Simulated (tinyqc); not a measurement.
# n-type polysilicon, carrier trapping at grain boundaries: two studies

One-dimensional grains of size Lg, uniform ionised doping N, monovalent traps Qt at each boundary at a depth Et below (for electrons) or above (for holes) the band edge there, abrupt depletion of width W on each side of a boundary, Boltzmann statistics. xi is the distance from the band edge at the grain centre to the Fermi level. Trapped charge Qt/(1 + exp((xi + VB - Et)/Vt)) = 2 N W, barrier VB = q N W^2/(2 eps0 eps_r).

Values chosen for this exercise; values of the order met in polycrystalline silicon:

| symbol | value | unit | meaning |
|---|---|---|---|
| T | 300 | K | temperature |
| eps_r | 11.7 |  | relative permittivity |
| NB | 2.8e19 | cm^-3 | conduction-band density of states at T |
| Lg | 69 | nm | grain size |
| Qt | 9.3e11 | cm^-2 | trap density of a grain boundary |
| Et | 0.33 | eV | depth of the trap level from the majority band edge at the boundary |
| ms | 0.34 | m0 | mass for thermionic emission |
| fe | 0.12 |  | correction factor of the emission rate |
| mug | 100 | cm^2/(V s) | mobility inside the grains |
| N | 4.3e16 | cm^-3 | doping |

Constants: q = 1.602176634e-19 C, kB = 1.380649e-23 J/K, m0 = 9.1093837015e-31 kg, Vt = kB T/q, eps0 = 8.8541878128e-14 F/cm where lengths are in cm. Results are converted to the units shown.

Each table varies one quantity; the others keep the values above.

## Effect of the doping

If the trap equation with xi = Vt ln(NB/N) has a root W < Lg/2, the grain is partly depleted; otherwise W = Lg/2 and the trap equation gives xi = Et - VB + Vt ln(Qt/(N Lg) - 1). N* = Qt/Lg. n0 = NB exp(-xi/Vt); mean density n0 (1 - 2 W/Lg) by charge balance in a partly depleted grain, and n0 (sqrt(pi)/2) erf(u)/u with u = sqrt(VB/Vt) in a fully depleted one; v = sqrt(kB T/(2 pi ms m0)); barrier resistivity Vt exp(VB/Vt)/(q fe n0 v Lg); grain resistivity (1 - 2 W/Lg)/(q n0 mug); effective mobility 1/(q mean density total resistivity). Rows with xi above 0.45 V, towards mid-gap, are left out, since the other carrier type is ignored.

Effect of the doping:
```
N (cm^-3),N/N*,depleted share 2 W/Lg,VB (V),xi (V),mean density (cm^-3),resistivity (ohm cm),effective mobility (cm^2/(V s))
6.7e15,0.04971,1.000,0.006167,0.4001,4.922e12,1.009e4,125.7
1.4e16,0.1039,1.000,0.01289,0.3728,1.308e13,4552,104.9
3e16,0.2226,1.000,0.02761,0.3347,4.897e13,1843,69.17
6.3e16,0.4674,1.000,0.05799,0.2754,3.783e14,601.2,27.44
1.3e17,0.9645,0.9835,0.1157,0.1389,2.144e15,28.59,101.8
2.8e17,2.077,0.4800,0.05938,0.1191,1.456e17,1.616,26.53
5.8e17,4.303,0.2323,0.02880,0.1002,4.453e17,0.3045,46.03
1.2e18,8.903,0.1123,0.01393,0.08143,1.065e18,0.1065,55.01
2.6e18,19.29,0.05184,0.006430,0.06144,2.465e18,0.04360,58.08
5.4e18,40.06,0.02496,0.003096,0.04255,5.265e18,0.02009,59.01
```

Read the table: what changes, and by how much?

As N goes from 6.7e15 to 5.4e18, VB goes from 0.00617 through a maximum of 0.116 (at N = 1.3e17 among the rows listed) to 0.00310 V, the resistivity falls from 10100 to 0.0201 ohm cm and the effective mobility moves up and down between 26.5 and 126 cm^2/(V s). The steepest fall of the resistivity among the rows, as N^(-4.2), lies between N = 6.3e16 and 1.3e17 cm^-3; N* = 1.35e17 cm^-3. While the grain is fully depleted VB grows as N; once the traps are full it falls as 1/N. For N = 2.6e18, 5.4e18 xi is under 2.5 Vt, where Boltzmann statistics begin to fail. For N = 6.7e15, 1.4e16, 1.2e18, 2.6e18, 5.4e18 VB is below Vt, where abrupt depletion and thermionic emission are rough. For N = 1.3e17 the grain is near the changeover between partial and full depletion, within a few Debye lengths, where both limits are rough. For N = 6.7e15, 1.4e16, 1.3e17 the effective mobility exceeds mug, since drift through the depleted part of the grain is left out.

## Effect of the trap density of a grain boundary

Same model as above.

N* = Qt/Lg.

Effect of the trap density of a grain boundary:
```
Qt (cm^-2),N/N*,depleted share 2 W/Lg,VB (V),xi (V),mean density (cm^-3),resistivity (ohm cm),effective mobility (cm^2/(V s))
2e11,1.484,0.6716,0.01785,0.1675,1.412e16,2.436,181.4
3.4e11,0.8726,1.000,0.03958,0.2407,1.671e15,77.00,48.52
5.7e11,0.5205,1.000,0.03958,0.2883,2.647e14,486.0,48.52
9.7e11,0.3059,1.000,0.03958,0.3116,1.074e14,1197,48.52
1.6e12,0.1854,1.000,0.03958,0.3287,5.551e13,2318,48.52
2.8e12,0.1060,1.000,0.03958,0.3456,2.890e13,4452,48.52
4.7e12,0.06313,1.000,0.03958,0.3602,1.643e13,7830,48.52
8e12,0.03709,1.000,0.03958,0.3746,9.391e12,1.370e4,48.52
```

As Qt goes from 2e11 to 8e12, VB rises from 0.0179 to 0.0396 V, the resistivity rises from 2.44 to 13700 ohm cm and the effective mobility falls from 181 to 48.5 cm^2/(V s). For Qt = 2e11 VB is below Vt, where abrupt depletion and thermionic emission are rough. For Qt = 2e11 the grain is near the changeover between partial and full depletion, within a few Debye lengths, where both limits are rough. For Qt = 2e11 the effective mobility exceeds mug, since drift through the depleted part of the grain is left out.

Program tinyqc, `OMP_NUM_THREADS=1 python tinyqc.py 2830166 2830167 out.jsonl`; Intel Xeon 2.30GHz, shared host, one thread, about 0.01 s.
